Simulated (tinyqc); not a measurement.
Trap density from two Hall measurements.

Question. p-type body, charge-sheet picture, full ionisation (an idealisation for deep acceptors), Boltzmann statistics for free electrons. e = Ec - EF at the surface. psi = Eg - Vt ln(Nv/Na) - e; N_dep = sqrt(2 eps0 eps_r Na (psi - Vt)/q); n_f = sqrt(N_dep^2 + 2 eps0 eps_r Vt Nc exp(-e/Vt)/q) - N_dep; Vg = Vfb + psi + q (N_dep + n_t + n_f)/Cox, Cox = eps0 eox/tox. Find e and n_t at both points and the mean trap density between them.

Inputs (values chosen for the exercise); band and dielectric values close to those of 4H silicon carbide:

| symbol | value | unit | meaning |
|---|---|---|---|
| T | 300 | K | temperature |
| Eg | 3.23 | eV | band gap |
| eps_r | 9.8 |  | relative permittivity |
| Nc | 1.69e19 | cm^-3 | conduction-band density of states at T |
| Nv | 2.55e19 | cm^-3 | valence-band density of states at T |
| eox | 3.9 |  | relative permittivity of the insulator |
| tox | 58 | nm | insulator thickness |
| Na | 1.1e17 | cm^-3 | acceptor density |
| Vfb | -2.42 | V | flat-band voltage without trapped charge |

Constants: q = 1.602176634e-19 C, kB = 1.380649e-23 J/K, Vt = kB T/q, eps0 = 8.8541878128e-14 F/cm where lengths are in cm. Results are converted to the units shown.

Vg (V): [5.9020128, 6.5922789]
free sheet density from the Hall effect (cm^-2): [1.5814982e9, 7.8755961e10]

Solution. Each n_f fixes e; what the gate voltage holds beyond psi, N_dep and n_f is trapped; the difference quotient is the density, smeared over a few Vt.

e (eV): [0.173, 0.0710]
n_t (cm^-2): [1.51e11, 2.60e11]
mean trap density = 1.07e12 cm^-2 eV^-1

Numbers from tinyqc (`OMP_NUM_THREADS=1 python tinyqc.py 2222103 2222104 out.jsonl`; about 0.02 s on one thread of a shared Intel Xeon 2.30GHz).
